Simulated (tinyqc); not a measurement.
Inside a calculation. Method: UHF in the sto-3g basis, for H4, spin multiplicity 3. This run ends on a higher stationary point, not on the lowest solution. One step of it, computed by the program tinyqc.

Task: Iteration 2: diagonalisation and new density. Diagonalise F' = X^T F X, C = X C', fill 3 alpha and 1 beta electrons from the bottom; D(s) = C_occ C_occ^T; the new density keeps 0.7 of the old one (damping). Each column has its largest component positive (the first on a tie).

F(alpha) (hartree), order 1H 1s, 2H 1s, 3H 1s, 4H 1s:
$$\begin{pmatrix}
-0.552238 & -0.612176 & -0.142974 & -0.048654 \\
-0.612176 & -0.518076 & -0.412679 & -0.142974 \\
-0.142974 & -0.412679 & -0.518076 & -0.612176 \\
-0.048654 & -0.142974 & -0.612176 & -0.552238
\end{pmatrix}$$

F(beta) (hartree), order 1H 1s, 2H 1s, 3H 1s, 4H 1s:
$$\begin{pmatrix}
-0.010322 & -0.354028 & -0.215356 & -0.110971 \\
-0.354028 & -0.206560 & -0.369445 & -0.215356 \\
-0.215356 & -0.369445 & -0.206560 & -0.354028 \\
-0.110971 & -0.215356 & -0.354028 & -0.010322
\end{pmatrix}$$

X, order 1H 1s, 2H 1s, 3H 1s, 4H 1s:
$$\begin{pmatrix}
1.239700 & -0.481690 & 0.073241 & -0.018877 \\
-0.481690 & 1.342503 & -0.315221 & 0.073241 \\
0.073241 & -0.315221 & 1.342503 & -0.481690 \\
-0.018877 & 0.073241 & -0.481690 & 1.239700
\end{pmatrix}$$

D(alpha) after iteration 1, order 1H 1s, 2H 1s, 3H 1s, 4H 1s:
$$\begin{pmatrix}
1.071578 & -0.279192 & -0.639046 & 0.585664 \\
-0.279192 & 0.746671 & 0.475468 & -0.639046 \\
-0.639046 & 0.475468 & 0.746671 & -0.279192 \\
0.585664 & -0.639046 & -0.279192 & 1.071578
\end{pmatrix}$$

D(beta) after iteration 1, order 1H 1s, 2H 1s, 3H 1s, 4H 1s:
$$\begin{pmatrix}
0.058571 & 0.106856 & 0.106856 & 0.058571 \\
0.106856 & 0.195077 & 0.195077 & 0.106856 \\
0.106856 & 0.195077 & 0.195077 & 0.106856 \\
0.058571 & 0.106856 & 0.106856 & 0.058571
\end{pmatrix}$$

overlap S, order 1H 1s, 2H 1s, 3H 1s, 4H 1s:
$$\begin{pmatrix}
1.000000 & 0.644195 & 0.132513 & 0.033768 \\
0.644195 & 1.000000 & 0.401807 & 0.132513 \\
0.132513 & 0.401807 & 1.000000 & 0.644195 \\
0.033768 & 0.132513 & 0.644195 & 1.000000
\end{pmatrix}$$

Give: F' = X^T F X; orbital energies; coefficients C; F' = X^T F X; orbital energies; coefficients C; D(alpha) after iteration 2; D(beta) after iteration 2.

Result:

F' = X^T F X (alpha) (hartree):
$$\begin{pmatrix}
-0.2362 & -0.5288 & 0.1459 & -0.0615 \\
-0.5288 & -0.0151 & -0.4337 & 0.1459 \\
0.1459 & -0.4337 & -0.0151 & -0.5288 \\
-0.0615 & 0.1459 & -0.5288 & -0.2362
\end{pmatrix}$$

orbital energies (alpha) (hartree): MO1 -0.7635, MO2 -0.6152, MO3 0.0170, MO4 0.8590

coefficients C (alpha), order 1H 1s, 2H 1s, 3H 1s, 4H 1s:
$$\begin{pmatrix}
0.3251 & 0.5308 & 0.8503 & -0.8150 \\
0.3777 & 0.3121 & -0.6844 & 1.1961 \\
0.3777 & -0.3121 & -0.6844 & -1.1961 \\
0.3251 & -0.5308 & 0.8503 & 0.8150
\end{pmatrix}$$

F' = X^T F X (beta) (hartree):
$$\begin{pmatrix}
0.3471 & -0.5295 & 0.0226 & -0.0562 \\
-0.5295 & 0.2917 & -0.4420 & 0.0226 \\
0.0226 & -0.4420 & 0.2917 & -0.5295 \\
-0.0562 & 0.0226 & -0.5295 & 0.3471
\end{pmatrix}$$

orbital energies (beta) (hartree): MO1 -0.4825, MO2 -0.0078, MO3 0.6232, MO4 1.1449

coefficients C (beta), order 1H 1s, 2H 1s, 3H 1s, 4H 1s:
$$\begin{pmatrix}
0.2316 & 0.4795 & 0.8803 & -0.8462 \\
0.4492 & 0.3853 & -0.6397 & 1.1745 \\
0.4492 & -0.3853 & -0.6397 & -1.1745 \\
0.2316 & -0.4795 & 0.8803 & 0.8462
\end{pmatrix}$$

D(alpha) after iteration 2, order 1H 1s, 2H 1s, 3H 1s, 4H 1s:
$$\begin{pmatrix}
1.0832 & -0.2835 & -0.6348 & 0.5740 \\
-0.2835 & 0.7352 & 0.4869 & -0.6348 \\
-0.6348 & 0.4869 & 0.7352 & -0.2835 \\
0.5740 & -0.6348 & -0.2835 & 1.0832
\end{pmatrix}$$

D(beta) after iteration 2, order 1H 1s, 2H 1s, 3H 1s, 4H 1s:
$$\begin{pmatrix}
0.0571 & 0.1060 & 0.1060 & 0.0571 \\
0.1060 & 0.1971 & 0.1971 & 0.1060 \\
0.1060 & 0.1971 & 0.1971 & 0.1060 \\
0.0571 & 0.1060 & 0.1060 & 0.0571
\end{pmatrix}$$
